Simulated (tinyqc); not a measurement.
Surface Green function of a dimerised chain, Sancho-Rubio decimation: two steps of the calculation.

A semi-infinite lead of cells 0, 1, 2, ... with H0 inside a cell and H1 = <cell i|H|cell i + 1>. Cell A, B with A at the surface; -t1 joins A and B, -t2 joins B to the next A. z = E + i eta.

Inputs (values chosen for the exercise): energy E = 1.82 eV; broadening eta = 0.01 eV.

Task 1. Decimation. Start with e_s = e = H0, a = H1, b = H1^dagger. Each round: g = (z - e)^(-1); e_s <- e_s + a g b; e <- e + a g b + b g a; a <- a g a; b <- b g b (all with the old a, b). Round k joins cells 2^k apart.

H0 (eV):
```
       A      B
A   0.37  -1.03
B  -1.03  -0.37
```

H1 (eV):
```
    A  B
A   0  0
B  -1  0
```

Wanted: g; e_s after round 1; e after round 1; a after round 1; b after round 1.

Result 1.

g (1/eV):
```
                 A                B
A   1.0355-0.0131i  -0.4870+0.0084i
B  -0.4870+0.0084i   0.6856-0.0071i
```

e_s after round 1 (eV):
```
                 A                B
A   0.3700+0.0000i  -1.0300+0.0000i
B  -1.0300+0.0000i   0.6655-0.0131i
```

e after round 1 (eV):
```
                 A                B
A   1.0556-0.0071i  -1.0300+0.0000i
B  -1.0300+0.0000i   0.6655-0.0131i
```

a after round 1 (eV):
```
                   A                 B
A   0.00000+0.00000i  0.00000+0.00000i
B  -0.48697+0.00838i  0.00000+0.00000i
```

b after round 1 (eV):
```
                  A                  B
A  0.00000+0.00000i  -0.48697+0.00838i
B  0.00000+0.00000i   0.00000+0.00000i
```

Task 2. Self-energy, Dyson check and densities of states. Sigma = H1 g_s H1^dagger is what the lead adds to one more cell, and (z - H0 - Sigma)^(-1) must give g_s back. Densities of states: -Im of the diagonals over pi.

H0 (eV):
```
       A      B
A   0.37  -1.03
B  -1.03  -0.37
```

H1 (eV):
```
    A  B
A   0  0
B  -1  0
```

converged surface Green function g_s (1/eV):
```
                       A                      B
A   1.0618083-0.5923646i  -0.5296560+0.8236026i
B  -0.5296560+0.8236026i   0.7536283-1.1542982i
```

converged bulk Green function (1/eV):
```
                      A                     B
A  0.0228353-1.2633806i  0.4630002+0.9062175i
B  0.4630002+0.9062175i  0.0170687-0.8364585i
```

Wanted: Sigma; (z - H0 - Sigma)^(-1); surface density of states; bulk density of states.

Result 2.

Sigma (eV):
```
              A             B
A  0.000+0.000i  0.000+0.000i
B  0.000+0.000i  1.062-0.592i
```

(z - H0 - Sigma)^(-1) (1/eV):
```
               A              B
A   1.062-0.592i  -0.530+0.824i
B  -0.530+0.824i   0.754-1.154i
```

```
orbital  surface density of states (1/eV)  bulk density of states (1/eV)
A                                  0.1886                         0.4021
B                                  0.3674                         0.2663
```

Program tinyqc, `OMP_NUM_THREADS=1 python tinyqc.py 2680128 2680129 out.jsonl`; Intel Xeon 2.30GHz, shared host, one thread, about 0.02 s.
